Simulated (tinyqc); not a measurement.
# From one set of inputs to another, one input at a time

Model: four-point probe, van der Pauw, Hall and spreading-resistance readings of a semiconductor layer. Computed by tinyqc, a small Python program. Command: `OMP_NUM_THREADS=1 python tinyqc.py 3112968 3112969 out.jsonl probe ladder`. One thread of a shared host (Intel(R) Xeon(R) Processor @ 2.30GHz), about 0.03 s of CPU time with the checks.

The layer is uniform and ohmic; contacts are points unless a radius is given.

The inputs printed are set A. Set A is modelled on n-type silicon; the values taken over come from a set modelled on p-type silicon. Inputs not listed in the table keep their values of set A, so the rows need not describe a real material.

Inputs (values chosen for the exercise, modelled on n-type silicon):

| quantity | value | unit |
|---|---|---|
| carrier density n | 3e+19 | 1/cm^3 |
| drift mobility mu | 97.3 | cm^2/(V s) |
| layer thickness t | 540 | micrometre |
| probe spacing s | 1 | mm |
| current I | 0.1 | mA |
| radius a of the spreading-resistance contact | 8.7 | micrometre |

Backing of the layer: conducting.

Constants: e = 1.602176634e-19 C.

Method:
- rho = 1/(e n mu); R_s = rho/t.
- Collinear probes with equal spacing on a layer with conducting backing: images at depth 2 m t give V = (rho I/(2 pi s)) G, G = 1 + 4 sum_(m>=1) (-1)^m [1/sqrt(1 + (2 m u)^2) - 1/sqrt(4 + (2 m u)^2)], u = t/s; the sum runs to m = 20000, with the last term halved.
- Limits: thick, rho = 2 pi s V/I; thin on an insulator, rho = (pi/ln 2) t V/I.
- Flat disc contact with the current density of a half-space: R = (rho/(4 a)) c, c = (4/pi) int_0^infinity K(x t/a) sin(x) J1(x)/x^2 dx for a conducting backing, K = tanh, with the voltage averaged over the disc; c tends to 1 for t >> a.

Each row keeps all changes above it:

| input moved | from | to | sheet resistance R_s (ohm/square) | rho by the thin formula (ohm cm) | spreading resistance (ohm) |
|---|---|---|---|---|---|
| set A | - | - | 3.9597e-02 | 2.2926e-04 | 6.1007e-01 |
| carrier density n (1/cm^3) | 3e+19 | 1.2e+15 | 9.8992e+02 | 5.7315e+00 | 1.5252e+04 |
| probe spacing s (mm) | 1 | 0.635 | 9.8992e+02 | 1.9116e+01 | 1.5252e+04 |
| current I (mA) | 0.1 | 0.03 | 9.8992e+02 | 1.9116e+01 | 1.5252e+04 |
| drift mobility mu (cm^2/(V s)) | 97.3 | 419 | 2.2988e+02 | 4.4392e+00 | 3.5417e+03 |
| layer thickness t (micrometre) | 540 | 270 | 4.5976e+02 | 5.5363e-01 | 3.5164e+03 |
| radius a of the spreading-resistance contact (micrometre) | 8.7 | 2.3 | 4.5976e+02 | 5.5363e-01 | 1.3442e+04 |

Where does the difference come from?

Sheet resistance R_s goes from 0.0396 to 460, a factor 11600 in all. The largest single move comes from carrier density n (a factor 25000), and drift mobility mu works against it (a factor 0.232). rho by the thin formula goes from 2.29e-4 to 0.554, a factor 2410 in all. The largest single move comes from carrier density n (a factor 25000), and layer thickness t works against it (a factor 0.125). Spreading resistance goes from 0.610 to 13400, a factor 22000 in all. The largest single move comes from carrier density n (a factor 25000), and drift mobility mu works against it (a factor 0.232). The single moves hold for this order of the switches; the total does not depend on the order.

Extremes, crossings and ranges named in words are read from the listed rows.
